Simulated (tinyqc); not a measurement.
Short-channel transistor, virtual-source model with series resistance: two steps of the calculation.

The current per gate width is the charge at the top of the source barrier (the virtual source) times its velocity times a saturation function; al and be are fitting constants of the model. Units: I in uA/um, Rs in ohm um, so I Rs = 1e-6 I Rs in volts; Q in uC/cm^2, so I = 1e-4 Q vx0 Fsat with vx0 in cm/s.

Parameters, values chosen for the exercise: temperature T = 325 K; inversion capacitance Cinv = 3.96 uF/cm^2; velocity at the virtual source vx0 = 1.57e7 cm/s; apparent mobility mu = 81 cm^2/(V s); channel length L = 12 nm; threshold at zero drain voltage VT0 = 0.48 V; drain-induced barrier lowering dl = 0.182 V/V; subthreshold factor n0 = 1.06; growth of n with drain voltage nd = 0.1 1/V; threshold shift (in units of Vt) from weak to strong inversion al = 3.5; sharpness of saturation be = 1.4; series resistance of each contact Rs = 90 ohm um; gate voltage Vgs = 0.7 V; drain voltage Vds = 0.7 V.

Constants: q = 1.602176634e-19 C, kB = 1.380649e-23 J/K, Vt = kB T/q. Results are converted to the units shown.

Problem 1. Current through the series resistance. Intrinsic voltages Vg' = Vgs - I Rs, Vd' = Vds - 2 I Rs. n = n0 + nd Vd', VT = VT0 - dl Vd', Ff = 1/(1 + exp((Vg' - VT + al Vt/2)/(al Vt))), Q = Cinv n Vt ln(1 + exp((Vg' - VT + al Vt Ff)/(n Vt))), Vdsat = (vx0 L/mu)(1 - Ff) + Vt Ff, Fsat = u/(1 + u^be)^(1/be) with u = Vd'/Vdsat, and I(out) = Q vx0 Fsat per width. (Fsat takes the sign of u.) I(new) = I + 0.5 (I(out) - I).

I after iteration 1 = 947.41923 uA/um

Give: Vg'; Vd'; VT; Ff; Q; Vdsat; Fsat; I(out); I after iteration 2.

Solution 1.

Vg' = 0.6147 V
Vd' = 0.5295 V
VT = 0.3836 V
Ff = 0.05429
Q = 0.9363 uC/cm^2
Vdsat = 0.2215 V
Fsat = 0.8313
I(out) = 1222 uA/um
I after iteration 2 = 1085 uA/um

Problem 2. What the series resistance costs. n = n0 + nd Vd', VT = VT0 - dl Vd', Ff = 1/(1 + exp((Vg' - VT + al Vt/2)/(al Vt))), Q = Cinv n Vt ln(1 + exp((Vg' - VT + al Vt Ff)/(n Vt))), Vdsat = (vx0 L/mu)(1 - Ff) + Vt Ff, Fsat = u/(1 + u^be)^(1/be) with u = Vd'/Vdsat, and I = Q vx0 Fsat per width. I0 is the current for Rs = 0. Effective velocity I/Q; transit time L Q/I.

converged I = 1111.5652 uA/um
I0 = 1894.8385 uA/um

Give: loss against I0; effective velocity; transit time.

Solution 2.

loss against I0 = 41.34 %
effective velocity = 1.291e7 cm/s
transit time = 0.09295 ps

The carriers leave the virtual source at 82.2 % of vx0.

Program tinyqc, `OMP_NUM_THREADS=1 python tinyqc.py 2380138 2380139 out.jsonl`; Intel Xeon 2.30GHz, shared host, one thread, about 0.02 s.
